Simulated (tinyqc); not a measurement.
Worked calculation: sp3 tight binding, zinc-blende lattice. One step of it, computed by the program tinyqc.

Task: Levels at k. Diagonalise the Hermitian matrix.

H(k) at k (eV), order a s, a px, a py, a pz, c s, c px, c py, c pz:
$$\begin{pmatrix}
-12.370000 & 0.000000 & 0.000000 & 0.000000 & -3.059818-1.387413i & 3.589267+0.456250i & 0.456250+3.589267i & -0.861707-1.900419i \\
0.000000 & -6.860000 & 0.000000 & 0.000000 & -3.589267-0.456250i & 0.741774+0.336343i & -0.998517-2.202142i & 0.528687+4.159122i \\
0.000000 & 0.000000 & -6.860000 & 0.000000 & -0.456250-3.589267i & -0.998517-2.202142i & 0.741774+0.336343i & 4.159122+0.528687i \\
0.000000 & 0.000000 & 0.000000 & -6.860000 & 0.861707+1.900419i & 0.528687+4.159122i & 4.159122+0.528687i & 0.741774+0.336343i \\
-3.059818+1.387413i & -3.589267+0.456250i & -0.456250+3.589267i & 0.861707-1.900419i & -12.370000 & 0.000000 & 0.000000 & 0.000000 \\
3.589267-0.456250i & 0.741774-0.336343i & -0.998517+2.202142i & 0.528687-4.159122i & 0.000000 & -6.860000 & 0.000000 & 0.000000 \\
0.456250-3.589267i & -0.998517+2.202142i & 0.741774-0.336343i & 4.159122-0.528687i & 0.000000 & 0.000000 & -6.860000 & 0.000000 \\
-0.861707+1.900419i & 0.528687-4.159122i & 4.159122-0.528687i & 0.741774-0.336343i & 0.000000 & 0.000000 & 0.000000 & -6.860000
\end{pmatrix}$$

Give: eigenvalues; weights |c|^2 of the basis functions.

Result:

eigenvalues (eV): [-17.9975, -15.2095, -13.1678, -12.2457, -3.8495, -2.4055, -1.3437, 0.3192]

weights |c|^2 of the basis functions, order a s, a px, a py, a pz, c s, c px, c py, c pz:
$$\begin{pmatrix}
0.4230 & 0.1880 & 0.0542 & 0.0056 & 0.2545 & 0.0550 & 0.0059 & 0.0138 \\
0.0164 & 0.1359 & 0.2344 & 0.0212 & 0.1636 & 0.1776 & 0.1048 & 0.1461 \\
0.0437 & 0.0846 & 0.0979 & 0.2048 & 0.0777 & 0.2668 & 0.0731 & 0.1515 \\
0.0169 & 0.0915 & 0.1135 & 0.2684 & 0.0042 & 0.0006 & 0.3162 & 0.1886 \\
0.4230 & 0.1880 & 0.0542 & 0.0056 & 0.2545 & 0.0550 & 0.0059 & 0.0138 \\
0.0164 & 0.1359 & 0.2344 & 0.0212 & 0.1636 & 0.1776 & 0.1048 & 0.1461 \\
0.0437 & 0.0846 & 0.0979 & 0.2048 & 0.0777 & 0.2668 & 0.0731 & 0.1515 \\
0.0169 & 0.0915 & 0.1135 & 0.2684 & 0.0042 & 0.0006 & 0.3162 & 0.1886
\end{pmatrix}$$
